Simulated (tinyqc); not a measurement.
Domain walls in a thin film with perpendicular anisotropy: Bloch, Neel and chiral walls, motion and stripe domains: one step, computed by the program tinyqc. Command: `OMP_NUM_THREADS=1 python tinyqc.py 3002964 3002965 out.jsonl mwall walk`. One thread of a shared host (Intel(R) Xeon(R) Processor @ 2.30GHz), about 0.01 s of CPU time with the checks.

One-dimensional wall: polar angle theta(x), azimuth phi of the moment in the wall (phi = 0 Neel, 90 degrees Bloch). mu_0 = 1.25663706212e-6 T m/A, gamma = 1.76085963023e11 rad/(s T).

Task: Stripe domains. Dipolar length l = sigma/(mu_0 M_s^2); for t much smaller than the period the domain width is w = 0.955 t exp(pi l/t) (Kaplan and Gehring), given as log10 of w in nm.

Inputs (values chosen for the exercise, for a model film): saturation magnetisation M_s = 822 kA/m; thickness t = 2.6 nm.

wall energy sigma = 4.629731 mJ/m^2

Give: dipolar length l; log10 of the domain width in nm.

Result:

dipolar length l = 5.453 nm

log10 of the domain width in nm = 3.256

Equilibrium domains are about 1800 nm wide.
